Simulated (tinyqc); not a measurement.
# Worked calculation: IGBT as a p-i-n diode in series with a MOS channel, on-state and switching loss

Program tinyqc, `OMP_NUM_THREADS=1 python tinyqc.py 2590061 2590062 out.jsonl`; Intel Xeon 2.30GHz, shared host, one thread, about 0.01 s. Printed values are rounded.

High injection (n = p) in a drift layer from x = -W/2 (anode) to +W/2 (cathode side), recombination only in the layer with lifetime tau, ideal emitters. The channel feeds the cathode side and carries the whole current. Auger recombination, carrier-carrier scattering, emitter losses and the carrier dip under the p body are left out.

Values chosen for this exercise; material values close to those of silicon: temperature T = 400 K; band gap Eg = 1.11 eV; conduction-band density of states at T Nc = 4.33e19 cm^-3; valence-band density of states at T Nv = 4.14e19 cm^-3; electron mobility mn = 743 cm^2/(V s); hole mobility mp = 255 cm^2/(V s); width of the drift layer W = 70 um; doping of the drift layer Nd = 1.2e14 cm^-3; high-injection lifetime tau = 0.22 us; current density J = 50 A/cm^2; channel and accumulation resistance Rch = 1.3 mohm cm^2; link voltage Vdc = 400 V; turn-off energy per stored charge and link voltage ks = 0.05; switching frequency f = 10 kHz.

Constants: q = 1.602176634e-19 C, kB = 1.380649e-23 J/K, Vt = kB T/q. Results are converted to the units shown.

## Ambipolar length

b = mn/mp, B = (b - 1)/(b + 1), La = sqrt(2 Vt mn mp tau/(mn + mp)), y = W/(2 La).

b = 2.913725
B = 0.4889780
La = 16.96844 um
y = 2.062652

## Carrier profile

| point | 2 x/W |
|---|---|
| 0 | -1 |
| 1 | -0.75 |
| 2 | -0.5 |
| 3 | -0.25 |
| 4 | 0 |
| 5 | 0.25 |
| 6 | 0.5 |
| 7 | 0.75 |
| 8 | 1 |

n(x) = (tau J/(2 q La))[cosh(x/La)/sinh y - B sinh(x/La)/cosh y]. x/La = (2 x/W) y.

| point | n (cm^-3) |
|---|---|
| 0 | 3.047295e16 |
| 1 | 1.838408e16 |
| 2 | 1.129299e16 |
| 3 | 7.271932e15 |
| 4 | 5.227772e15 |
| 5 | 4.604798e15 |
| 6 | 5.233653e15 |
| 7 | 7.285293e15 |
| 8 | 1.131746e16 |

The density is 2.69 times higher at the anode than at the cathode side, since holes are the slower carriers; its smallest listed value is 38.4 times Nd.

## On-state voltage

n(x) = (tau J/(2 q La))[cosh(x/La)/sinh y - B sinh(x/La)/cosh y]. Vm = Vt [(8 b/(b + 1)^2)(sinh y/s) arctan(s sinh y) + B ln((1 + B tanh^2 y)/(1 - B tanh^2 y))], s = sqrt(1 - B^2 tanh^2 y); Vj = Vt ln(n(-W/2) n(W/2)/ni^2), ni = sqrt(Nc Nv) exp(-Eg/(2 Vt)), Eg in volts; Vc = J Rch; Von = Vm + Vj + Vc.

Vm = 0.3129326 V
Vj = 0.5769746 V
Vc = 0.065 V
Von = 0.9549072 V

Vm does not depend on J, since the carrier density grows with it. Junctions, layer and channel take 60, 33 and 6.8 % of Von.

## Stored charge, losses and the unipolar alternative

Stored charge tau J, turn-off energy Eoff = ks tau J Vdc, loss at half duty 0.5 J Von + f Eoff. A unipolar device on the same layer has Vu = J (W/(q mn Nd) + Rch).

stored charge = 11 uC/cm^2
Eoff = 0.22 mJ/cm^2
conduction loss = 23.87268 W/cm^2
switching loss = 2.2 W/cm^2
Vu = 24.56621 V

Both losses would be equal at f = 109 kHz.
